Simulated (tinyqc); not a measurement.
Nucleation and growth of vacancy voids in a cooling silicon-like crystal. Changing the ratio (V/G)/xi_c. Computed by tinyqc, a small Python program. Command: `OMP_NUM_THREADS=1 python tinyqc.py 3030035 3030036 out.jsonl voids sweep`. One thread of a shared host (Intel(R) Xeon(R) Processor @ 2.30GHz), about 0.3 s of CPU time with the checks.

Spherical voids; vacancies are lost only to voids.

Inputs (values chosen for the exercise, for a model crystal):

| quantity | value | unit |
|---|---|---|
| vacancy density at the melting point C_m | 7.4e+14 | 1/cm^3 |
| formation energy E_f | 4.1 | eV |
| melting point T_m | 1685 | K |
| diffusion prefactor D0 | 0.001 | cm^2/s |
| migration energy E_m | 0.41 | eV |
| site density rho | 5e+22 | 1/cm^3 |
| void surface energy gamma | 0.953 | J/m^2 |
| cooling rate q | 4.6 | K/min |
| limit of the excess at high V/G | 1.5e+14 | 1/cm^3 |
| temperature step | 0.2 | K |

Vacancy supply: from V/G.

Constants: k_B = 8.617333262e-05 eV/K; k_B = 1.380649e-23 J/K.

Method:
- C = C_x (u - 1)/(u + 0.2) with u = (V/G)/xi_c, a form chosen for the exercise.
- C_e = C_m exp[-(E_f/k_B)(1/T - 1/T_m)]; D = D0 exp(-E_m/(k_B T)); f = k_B T ln(C/C_e); r* = 2 gamma/(rho f); W* = 16 pi gamma^3/(3 rho^2 f^2); Z = f/sqrt(12 pi W* k_B T); I = rho Z (4 pi r* D C) exp(-W*/(k_B T)).
- March down from 1500 K in steps dT, dt = dT/q, with values at the upper end of each step: a class of I dt voids is born with r*; then all classes grow by r^2 += 2 D (C - C_e) dt/rho; C falls by the vacancies added to voids. Stop at 1150 K. T_n is the T of the largest I, N the final count (classes under 1e-6 /cm^3 are dropped), and the mean radius the number average.

One run for each value:

| ratio (V/G)/xi_c | initial excess C (1/cm^3) | temperature of peak nucleation T_n (K) | void density N (1/cm^3) | mean radius (nm) |
|---|---|---|---|---|
| 1.33 | 3.2353e+13 | 1320.2 | 8.2281e+06 | 26.302 |
| 1.61 | 5.0552e+13 | 1342.6 | 5.9243e+06 | 34.074 |
| 1.89 | 6.3876e+13 | 1354.6 | 4.9876e+06 | 39.026 |
| 2.16 | 7.3729e+13 | 1362.0 | 4.4881e+06 | 42.411 |
| 2.44 | 8.1818e+13 | 1367.6 | 4.1573e+06 | 45.050 |
| 2.72 | 8.8356e+13 | 1371.6 | 3.9288e+06 | 47.103 |
| 3.00 | 9.3750e+13 | 1374.6 | 3.7613e+06 | 48.749 |

Over the rows, initial excess C (1/cm^3) rises from 3.24e13 to 9.38e13 (exponent d ln y / d ln x 2.3 between the first rows and 0.60 between the last); temperature of peak nucleation T_n (K) rises from 1320 to 1370 (exponent d ln y / d ln x 0.088 between the first rows and 0.022 between the last); void density N (1/cm^3) falls from 8.23e6 to 3.76e6 (exponent d ln y / d ln x -1.7 between the first rows and -0.44 between the last). Near the neutral ratio the excess is small, nucleation late, and the voids small and many. Left out: 1.05 (too little supersaturation at T).

Extremes, crossings and ranges named in words are read from the listed rows.
